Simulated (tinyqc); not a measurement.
Worked calculation: domain walls in a thin film with perpendicular anisotropy: Bloch, Neel and chiral walls, motion and stripe domains. Computed by tinyqc, a small Python program that keeps every step. Command: `OMP_NUM_THREADS=1 python tinyqc.py 3024222 3024223 out.jsonl mwall walk`. One thread of a shared host (Intel(R) Xeon(R) Processor @ 2.30GHz), about 0.01 s of CPU time with the checks. Intermediate numbers are printed to about 5 digits and carried at full precision; extremes and crossings named in words are read from the listed rows.

One-dimensional wall: polar angle theta(x), azimuth phi of the moment in the wall (phi = 0 Neel, 90 degrees Bloch). mu_0 = 1.25663706212e-6 T m/A, gamma = 1.76085963023e11 rad/(s T).

Inputs (values chosen for the exercise, for a model film):
```
quantity                      value        unit
saturation magnetisation M_s   1210        kA/m
exchange stiffness A             19        pJ/m
uniaxial anisotropy K_u         991      kJ/m^3
DMI constant D                 0.53      mJ/m^2
thickness t                       2          nm
damping alpha                  0.25           -
current density J              0.11  1e12 A/m^2
spin Hall angle theta_SH       0.29           -
```

Drive: spin-orbit torque.

Constants: hbar = 1.054571817e-34 J s; e = 1.602176634e-19 C.

## Width and energy of the Bloch wall

K_eff = K_u - mu_0 M_s^2/2; Delta = sqrt(A/K_eff); sigma_0 = 4 sqrt(A K_eff); profile theta = 2 arctan exp(x/Delta); quality factor Q = 2 K_u/(mu_0 M_s^2).

K_eff = 71.079 kJ/m^3

width parameter Delta = 16.350 nm

sigma_0 = 4.6484 mJ/m^2

quality factor Q = 1.0773

## Bloch or Neel

sigma(phi) = sigma_0 + 2 Delta K_D cos^2(phi) - pi D cos(phi), with the wall shape anisotropy K_D = N_x mu_0 M_s^2/2, N_x = t ln 2/(pi Delta). The minimum has cos(phi) = D/D_N for D < D_N = 4 Delta K_D/pi and phi = 0 beyond; sigma turns negative at D_c = (sigma_0 + 2 Delta K_D)/pi.

K_D = 24.828 kJ/m^3

D_N = 0.51685 mJ/m^2

azimuth phi = 0 degrees

wall energy sigma = 3.7953 mJ/m^2

D_c = 1.7381 mJ/m^2

A pure chiral Neel wall. D is 0.30 of D_c.

## Velocity under current

Spin-orbit drive: B_SL = hbar theta_SH J/(2 e M_s t) acts as the field (pi/2) B_SL cos(phi). Steady state: v = (gamma Delta/alpha)(pi/2) B_SL cos(phi) = gamma Delta [B_D sin(phi) - (B_K/2) sin(2 phi)], B_K = 2 K_D/M_s, B_D = pi D/(2 M_s Delta); the root with phi between its rest value and 90 degrees; v saturates at v_D = gamma Delta B_D.

B_SL = 4.3382 mT

azimuth in motion = 55.419 degrees

velocity = 44.539 m/s

saturation velocity v_D = 121.15 m/s

v is 37 % of v_D: still rising with current. Caution: pinning, heating and tilting of the wall are left out.

## Velocity against current

The formulas are those given above.

Steady motion:
```
J (1e12 A/m^2)  B_SL (mT)  phi (degrees)  v (m/s)  v at fixed rest phi (m/s)
0.02                 0.79         32.951    11.97                       14.3
0.05                 1.97         44.284    25.54                       35.7
0.10                 3.94         54.035    41.90                       71.3
0.20                 7.89         64.046    62.44                      142.7
0.50                19.72         75.578    88.84                      356.7
1.00                39.44         81.698   103.00                      713.4
2.00                78.88         85.515   111.57                     1426.8
5.00               197.19         88.117   117.21                     3567.0
```

The linear law holds to 5 % in 0 of the eight rows; in the last row v is 96.7 % of v_D = pi gamma D/(2 M_s), which depends on neither alpha nor theta_SH.

## Stripe domains

Dipolar length l = sigma/(mu_0 M_s^2); for t much smaller than the period the domain width is w = 0.955 t exp(pi l/t) (Kaplan and Gehring), given as log10 of w in nm.

dipolar length l = 2.0628 nm

log10 of the domain width in nm = 1.6883

Equilibrium domains are about 49 nm wide. Caution: the domains are not wide against the wall, so the thin-wall formula fails.

## Raising D

The formulas are those given above.

Wall against D; the last column is the Kaplan-Gehring width, log10[0.955 t exp(pi sigma/(mu_0 M_s^2 t))/nm], with a dash where it falls below 10 Delta and the formula fails:
```
D (mJ/m^2)  phi (degrees)  sigma (mJ/m^2)  sigma/sigma_0  log10 domain width
0.10               78.844          4.6180        0.99346                   -
0.26               59.798          4.4430        0.95580                   -
0.35               47.377          4.2761        0.91991                   -
0.41               37.508          4.1376        0.89010                   -
0.70                0.000          3.2612        0.70157                   -
1.00                0.000          2.3187        0.49882                   -
1.40                0.000          1.0621        0.22848                   -
1.60                0.000          0.4338        0.09331                   -
```

D_N is 30 % of D_c. Beyond D_N sigma falls by pi per unit of D.

Checks made by the program: sigma_0 against the integral over the profile (relative difference below 1e-10).
